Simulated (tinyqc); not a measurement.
Reverse leakage of an n+-p junction: diffusion, generation, trap-assisted and band-to-band tunnelling: leakage components against the reverse bias.

One-sided abrupt junction in the depletion approximation, x from the junction (0) to W on the p side, field F = F0 (1 - x/W). Flat quasi-Fermi levels, long p side. Traps generate through SRH with both lifetimes shortened by 1 + Gamma (Hurkx enhancement, form for moderate fields); band-to-band generation is local and needs a total bending above Eg.

ni = sqrt(Nc Nv) exp(-Eg/(2 Vt)), Eg in volts; Vbi = Vt ln(Na Nd/ni^2); W = sqrt(2 eps0 eps_r (Vbi + VR)/(q Na)); F0 = 2 (Vbi + VR)/W; FG = sqrt(24 mt m0 (kB T)^3)/(q hbar); J_diff = q ni^2 sqrt(Dn/tau)(1 - exp(-VR/Vt))/Na. u = (Vbi + VR)(1 - x/W)^2, p = Na exp(-u/Vt), n = Nd exp((u - Vbi - VR)/Vt); G0 = ni^2 (1 - exp(-VR/Vt))/(tau (n + p + 2 ni cosh(Et/Vt))); Gamma = 2 sqrt(3 pi)(F/FG) exp((F/FG)^2); trap-assisted part G0 Gamma; G_bb = Ab F^2.5 exp(-Bb/F) with F in V/cm, zero unless Vbi + VR > Eg, and counted as zero under 1 cm^-3 s^-1. Currents are q times the integrals over 0 to W; J_bb under 1e-8 of J is printed as 0; rows with F0/FG above 2.2, beyond the range of this Gamma, are left out.

Inputs (values chosen for the exercise); band and dielectric values close to those of gallium arsenide: temperature T = 400 K; band gap Eg = 1.4 eV; relative permittivity eps_r = 12.7; conduction-band density of states at T Nc = 6.65e17 cm^-3; valence-band density of states at T Nv = 1.4e19 cm^-3; acceptor density of the lighter side Na = 6.3e16 cm^-3; donor density of the heavier side Nd = 1e20 cm^-3; SRH lifetime of both carriers at zero field tau = 3e-8 s; trap level above the intrinsic level Et = 0.13 eV; tunnelling mass mt = 0.082 m0; electron diffusion coefficient on the lighter side Dn = 10 cm^2/s; band-to-band prefactor Ab = 3.7e16 cm^-0.5 V^-2.5 s^-1; band-to-band field constant Bb = 1.6e7 V/cm.

Constants: q = 1.602176634e-19 C, kB = 1.380649e-23 J/K, hbar = 1.054571817e-34 J s, m0 = 9.1093837015e-31 kg, Vt = kB T/q, eps0 = 8.8541878128e-14 F/cm where lengths are in cm. Results are converted to the units shown.

The same in every row: J_bb (A/cm^2) = 0.

Result of one run:
```
VR (V)	F0 (kV/cm)	F0/FG	J_diff (A/cm^2)	J_SRH (A/cm^2)	J_TAT (A/cm^2)	J (A/cm^2)	largest part
2.6	268	0.823	9.92e-13	9.81e-9	4.25e-8	5.23e-8	trap-assisted tunnelling
```

What becomes of these results when the reverse bias VR is changed from 2.6 to 1.1 V, all else the same?

Result of the changed run:
```
VR (V)	F0 (kV/cm)	F0/FG	J_diff (A/cm^2)	J_SRH (A/cm^2)	J_TAT (A/cm^2)	J (A/cm^2)	largest part
1.1	211	0.650	9.92e-13	5.78e-9	1.77e-8	2.34e-8	trap-assisted tunnelling
```

The whole series:
```
VR (V)	F0 (kV/cm)	F0/FG	J_diff (A/cm^2)	J_SRH (A/cm^2)	J_TAT (A/cm^2)	J (A/cm^2)	largest part
0.2	169	0.519	9.89e-13	2.43e-9	5.51e-9	7.94e-9	trap-assisted tunnelling
0.5	184	0.566	9.92e-13	3.68e-9	9.37e-9	1.31e-8	trap-assisted tunnelling
0.8	198	0.609	9.92e-13	4.78e-9	1.34e-8	1.82e-8	trap-assisted tunnelling
1.1	211	0.650	9.92e-13	5.78e-9	1.77e-8	2.34e-8	trap-assisted tunnelling
1.4	224	0.688	9.92e-13	6.69e-9	2.21e-8	2.88e-8	trap-assisted tunnelling
1.7	235	0.724	9.92e-13	7.54e-9	2.69e-8	3.44e-8	trap-assisted tunnelling
2	247	0.758	9.92e-13	8.33e-9	3.18e-8	4.01e-8	trap-assisted tunnelling
2.3	257	0.791	9.92e-13	9.09e-9	3.70e-8	4.61e-8	trap-assisted tunnelling
2.6	268	0.823	9.92e-13	9.81e-9	4.25e-8	5.23e-8	trap-assisted tunnelling
```

J rises from 7.94e-9 to 5.23e-8 A/cm^2. Trap-assisted tunnelling leads at VR = 0.2 and in all other rows. The ratio J_TAT/J_SRH goes from 2.27 to 4.34 as F0/FG goes from 0.519 to 0.823.

Range of the model: The n+ side is degenerate, so Vbi from Boltzmann statistics is only a guide.

Numbers from tinyqc (`OMP_NUM_THREADS=1 python tinyqc.py 2290169 2290170 out.jsonl`; about 0.01 s on one thread of a shared Intel Xeon 2.30GHz).
